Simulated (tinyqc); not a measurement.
Speciation in dilute and buffered hydrofluoric acid, oxide etch rate and bath loading: one step, computed by the program tinyqc.

Concentrations stand for activities, NH4+ and Cl- are spectators, and water ionisation is neglected. H, F and HF2 denote the ions H+, F- and HF2-. The base temperature is 298 K.

Question. One trial. Fluoride balance: [HF] + [F] + 2 [HF2] + 2 [H2F2] = HF added + NH4F added. Acid balance: [H] + [HF] + [HF2] + 2 [H2F2] = HF added + HCl added. For a trial [H], [HF] = [H][F]/K1, and the fluoride balance is a quadratic in [F]. Take pH = 3. The residual is the left side of the acid balance less the right.

Inputs (values chosen for the exercise, of the order of those for thermal oxide at room temperature):
```
quantity                value   unit
HF added                 0.82  mol/L
NH4F added               0.36  mol/L
HCl added                   0  mol/L
K1 = [H][F]/[HF]      0.00072  mol/L
K2 = [HF2]/([HF][F])     3.94  L/mol
K3 = [H2F2]/[HF]^2          0  L/mol
```

Give: [F]; [HF]; [HF2]; [H2F2]; residual.

Answer.

[F] = 0.2369 mol/L

[HF] = 0.3290 mol/L

[HF2] = 0.3071 mol/L

[H2F2] = 0 mol/L

residual = -0.1829 mol/L

The residual is negative, so the pH lies below 3.
